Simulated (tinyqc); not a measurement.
Comparisons within one model: carrier statistics of a doped semiconductor with parabolic bands. A value that a table varies takes the place of the one given here.

Eg(T) = Eg0 - al T^2/(T + be); m_de = Mv^(2/3) (ml mt^2)^(1/3); m_dh = (mhh^(3/2) + mlh^(3/2))^(2/3); Nc and Nv from N = 2 (m kB T/(4 pi c))^(3/2) with c = hbar^2/2m0, in 1/angstrom^3; times 1e24 for 1/cm^3.

Energies are counted from Ev, so Ec = Eg. n = Nc F_1/2((EF - Eg)/kT), p = Nv F_1/2(-EF/kT), ND+ = ND/(1 + 2 exp((EF - Eg + ED)/kT)), NA- = NA/(1 + 4 exp((EA - EF)/kT)); neutrality asks p + ND+ = n + NA-. F_j(eta) = (1/Gamma(j + 1)) integral_0^infinity x^j dx/(1 + exp(x - eta)), which tends to exp(eta) for eta << 0.

Constants: hbar^2/2m0 = 3.80998211 eV angstrom^2; kB = 8.617333262e-05 eV/K.

Inputs chosen for the exercise (near those of SiC; shifted at random, so the results belong to these values and not to a real crystal):
- Eg0 = 3.273 eV (gap at 0 K)
- al = 0.00064 eV/K (Varshni alpha)
- be = 1271 K (Varshni beta)
- ml = 0.324 m0 (longitudinal electron mass)
- mt = 0.409 m0 (transverse electron mass)
- Mv = 3 (equivalent valleys)
- mhh = 0.982 m0 (heavy-hole mass)
- mlh = 0.441 m0 (light-hole mass)
- ND = 3.6e+12 1/cm^3 (donors)
- NA = 2e+14 1/cm^3 (acceptors)
- ED = 0.0599 eV (donor level below Ec)
- EA = 0.203 eV (acceptor level above Ev)
- T = 300 K

## Temperature

Neutrality solved at each temperature; ni = sqrt(Nc Nv) exp(-Eg/2kT).

Carriers (1/cm^3):

| T (K) | EF (eV) | n | p | majority / \|ND - NA\| | ni | Eg (eV) |
|---|---|---|---|---|---|---|
| 30 | 0.1962 | <1e-99 | 1.08e-15 | 5.51e-30 | <1e-99 | 3.2726 |
| 50 | 0.1917 | <1e-99 | 0.102 | 5.19e-16 | <1e-99 | 3.2718 |
| 77 | 0.1857 | <1e-99 | 2.91e+06 | 1.48e-08 | 2.93e-89 | 3.2702 |
| 120 | 0.1768 | <1e-99 | 3.01e+11 | 0.00153 | 1.53e-50 | 3.2664 |
| 200 | 0.2155 | 2.35e-58 | 6.44e+13 | 0.328 | 1.23e-22 | 3.2556 |
| 300 | 0.3116 | 1.29e-30 | 1.85e+14 | 0.942 | 1.54e-08 | 3.2363 |
| 450 | 0.4888 | 1.48e-11 | 1.96e+14 | 0.997 | 53.8 | 3.1977 |
| 600 | 0.6739 | 0.0791 | 1.96e+14 | 1.00 | 3.94e+06 | 3.1499 |
| 800 | 0.9283 | 2.28e+06 | 1.96e+14 | 1.00 | 2.11e+10 | 3.0752 |
| 1000 | 1.1891 | 8.83e+10 | 1.96e+14 | 1.00 | 4.17e+12 | 2.9912 |

How do the results move?

Ionisation is incomplete: the majority density is below 90 % of the net doping at 30, 50, 77, 120 and 200 K, down to a share of 5.5e-30. It is within 10 % of the net doping at 300, 450, 600, 800 and 1000 K. The majority density never exceeds the net doping by 10 %; ni is 4.17e+12 1/cm^3 at 1000 K against a net doping of 1.96e+14. EF goes from 0.196 eV to 1.189 eV, where midgap is 1.496 eV and the intrinsic level (Boltzmann) 1.521 eV.

## Doping level

Only acceptors are present (ND = 0); eta is the distance of EF beyond the valence edge in units of kT.

Neutral state:

| NA (1/cm^3) | EF (eV) | majority (1/cm^3) | ionised share | eta |
|---|---|---|---|---|
| 1.0e+14 | 0.3283 | 9.70e+13 | 0.970 | -12.70 |
| 1.0e+15 | 0.2739 | 7.95e+14 | 0.795 | -10.60 |
| 1.0e+16 | 0.2307 | 4.22e+15 | 0.422 | -8.93 |
| 1.0e+17 | 0.1962 | 1.61e+16 | 0.161 | -7.59 |
| 1.0e+18 | 0.1648 | 5.40e+16 | 0.054 | -6.38 |
| 3.0e+18 | 0.1503 | 9.47e+16 | 0.032 | -5.81 |
| 1.0e+19 | 0.1346 | 1.74e+17 | 0.017 | -5.21 |
| 3.0e+19 | 0.1202 | 3.02e+17 | 0.010 | -4.65 |

What does this show?

The impurity level lies at 0.2030 eV. The ionised share falls from 0.970 to 0.010 as EF passes through it between 1e+16 and 1e+17 1/cm^3 (share 1/5 there); it is below one half from 1e+16 1/cm^3 on. Over the last two rows the doping grows threefold and the majority density by a factor 1.74. EF stays more than 3 kT from the majority band edge. Above roughly 2e+20 1/cm^3 (N^(1/3) a = 0.26, with the radius a = sqrt(c/(m E)) from the ionisation energy E and the mass mhh) the levels merge with the band and real ionisation is complete; sharp levels then overstate freeze-out.

## What each input does

Neutrality solved anew for each case. Each row changes one parameter from the base and keeps the others.

Results:

| case | EF (eV) | n (1/cm^3) | p (1/cm^3) |
|---|---|---|---|
| base | 0.3116 | 1.29e-30 | 1.85e+14 |
| T = 320 K | 0.3343 | 4.50e-27 | 1.90e+14 |
| ND = 1.8e+12 1/cm^3 | 0.3114 | 1.28e-30 | 1.87e+14 |
| NA = 2.6e+14 1/cm^3 | 0.3051 | 1.00e-30 | 2.38e+14 |
| Eg0 = 3.323 eV | 0.3116 | 1.86e-31 | 1.85e+14 |
| mt = 0.4908 m0 | 0.3116 | 1.55e-30 | 1.85e+14 |
| mhh = 1.1784 m0 | 0.3169 | 1.58e-30 | 1.87e+14 |
| EA = 0.3045 eV | 0.3327 | 2.92e-30 | 8.18e+13 |

What does this show?

The largest shifts from the base row, up to three for each result and ties (the steps differ in size, so this ranks the rows, not the parameters). EF (eV): T +0.0228, EA +0.0211, NA -0.0065; unchanged at the printed digits by Eg0 and mt. n (1/cm^3): T +4.49e-27, EA +1.63e-30, Eg0 -1.10e-30. p (1/cm^3): EA -1.03e+14, NA +5.27e+13, T +4.70e+12; unchanged at the printed digits by Eg0 and mt.

(tinyqc, `OMP_NUM_THREADS=1 python tinyqc.py 1680226 1680227 out.jsonl`, Intel(R) Xeon(R) Processor @ 2.30GHz, 1 thread, shared host, about 0.01 s.)
